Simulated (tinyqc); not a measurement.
What a faster ramp buys: rapid thermal processing of a wafer: radiative balance, ramp and cooling, pattern effects, pyrometer error and spike budget. Computed by tinyqc, a small Python program. Command: `OMP_NUM_THREADS=1 python tinyqc.py 3113934 3113935 out.jsonl rtp walk`. One thread of a shared host (Intel(R) Xeon(R) Processor @ 2.30GHz), about 0.04 s of CPU time with the checks.

The wafer is opaque and uniform through its thickness unless said otherwise; temperatures in formulas are in kelvin (C + 273.15). sigma = 5.670374419e-12 W/(cm^2 K^4).

Inputs (values chosen for the exercise, modelled on a hot silicon wafer):
```
quantity                                              value         unit
wafer thickness d                                       525   micrometre
heat capacity per volume C                             2.07   J/(cm^3 K)
thermal conductivity k                                 0.21     W/(cm K)
emissivity eps of each face                             0.7            -
reflectivity of the chamber walls r                    0.64            -
gas heat-transfer coefficient h, both faces together    4.5  mW/(cm^2 K)
wall temperature T_w                                    350            K
process temperature                                     685            C
starting temperature                                    550            C
ramp rate                                                87          K/s
activation energy of the process E_a                      2           eV
```

Constants: k_B = 8.617333262e-05 eV/K.

Method:
- Effective emissivity between parallel grey plates: eps_eff = 1/(1/eps + 1/(1 - r) - 1). Loss per area q(T) = 2 eps_eff sigma (T^4 - T_w^4) + h (T - T_w).
- Absorbed power during a ramp = q(T) + C d x ramp rate; thermal time constant tau = C d/(dq/dT), dq/dT = 8 eps_eff sigma T^3 + h; natural cooling rate q/(C d); front-to-back difference under one-sided heating at the end of the ramp = (absorbed power) d/(2 k).
- Cooling with the lamps off: C d dT/dt = -q(T), integrated adaptively (relative tolerance 1e-10).
- Spike anneal: linear ramp to the peak, then lamps off. Equivalent time at the peak = int exp(-(E_a/k_B)(1/T - 1/T_peak)) dt; estimate (k_B T^2/E_a)(1/ramp rate + 1/cooling rate). The ramp part uses 4000 trapezoid steps, the cooling part 4000 steps over 4 tau.

time constant tau = 6.41343 s

holding power q = 5.66462 W/cm^2

natural cooling rate = 52.1244 K/s

Against the ramp rate:
```
ramp (K/s)  ramp part (s)  cooling part (s)  total (s)  power at the peak (W/cm^2)
10                 3.6124           0.78479     4.3972                        6.75
25                 1.4450           0.78479     2.2298                        8.38
50                 0.7225           0.78479     1.5073                       11.10
100                0.3612           0.78479     1.1460                       16.53
250                0.1445           0.78479     0.9293                       32.83
500                0.0722           0.78479     0.8570                       60.00
1000               0.0361           0.78479     0.8209                      114.34
```

What follows from these numbers?

From 10 to 100 K/s the total falls by a factor 3.8, from 100 to 1000 K/s by 1.40: the cooling part, 0.785 s, is a floor, and the natural cooling rate here is 52.1 K/s.

Extremes, crossings and ranges named in words are read from the listed rows.
